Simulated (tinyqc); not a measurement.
Worked calculation: bound state in one dimension: Numerov shooting, finite differences, DVR. Computed by tinyqc, a small Python program that keeps every step. Settings: points = 64. Command: `OMP_NUM_THREADS=1 python tinyqc.py 24665 24666 out.jsonl` (the two numbers bound the seeds that draw the settings). One thread of a shared host (Intel(R) Xeon(R) Processor @ 2.60GHz), about 0.01 s of CPU time with the checks.

## Numerov steps at E = 0.1

One particle of mass 1 in V = 3.17 (x^2 - 1.54^2)^2 / 1.54^4 (atomic units), psi = 0 at both ends:
```
parameter                 value
left end              -3.400000
right end              3.400000
intervals                    64
h                      0.106250
state sought (nodes)          1
```

k_i = 2 m (E - V_i); (1 + h^2 k_(i+1)/12) y_(i+1) = 2 (1 - 5 h^2 k_i/12) y_i - (1 + h^2 k_(i-1)/12) y_(i-1), from y_0 = 0, y_1 = 0.001.

Points along the way:
```
i           x          V           k          y
0   -3.400000  47.583476  -94.966952   0.000000
1   -3.293750  40.502340  -80.804680   0.001000
2   -3.187500  34.189307  -68.178614   0.002949
3   -3.081250  28.591799  -56.983598   0.007255
4   -2.975000  23.658962  -47.117924   0.016365
5   -2.868750  19.341666  -38.483332   0.034362
21  -1.168750   0.569964   -0.939927   5.458327
22  -1.062500   0.870371   -1.540743   6.036557
23  -0.956250   1.196758   -2.193516   6.720980
24  -0.850000   1.532747   -2.865493   7.573261
25  -0.743750   1.863684   -3.527369   8.672342
26  -0.637500   2.176643   -4.153285  10.119160
```

## Bisection on the node count

With more sign changes than the state has nodes (the last point included) the energy is too high, else too low; the bracket starts as 0.1 to 12.

Trials:
```
trial           E  sign changes  y at the right end   next
1      6.05000000             4            1.78e+01  lower
2      3.07500000             2            5.65e+02  lower
3      1.58750000             2            8.87e+01  lower
4      0.84375000             0            4.27e+04  raise
5      1.21562500             0            3.71e+03  raise
6      1.40156250             0            2.70e+02  raise
7      1.49453125             1           -4.51e+01  raise
8      1.54101562             1           -1.80e+01  raise
9      1.56425781             2            2.71e+01  lower
10     1.55263672             2            2.27e+00  lower
11     1.54682617             1           -8.46e+00  raise
12     1.54973145             1           -3.24e+00  raise
13     1.55118408             1           -5.21e-01  raise
14     1.55191040             2            8.66e-01  lower
...           ...           ...                 ...    ...
29     1.55145785             1           -2.70e-05  raise
30     1.55145786             1           -5.83e-06  raise
31     1.55145786             2            4.73e-06  lower
```

eigenvalue = 1.55145786 hartree

## The same grid by other methods

Three-point finite differences and the sine-DVR kinetic matrix of Colbert and Miller on the same points.

Lowest levels (hartree):
```
state  finite differences       DVR
0                1.459105  1.461849
1                1.548384  1.551473
2                3.538337  3.544836
3                4.564279  4.582710
```
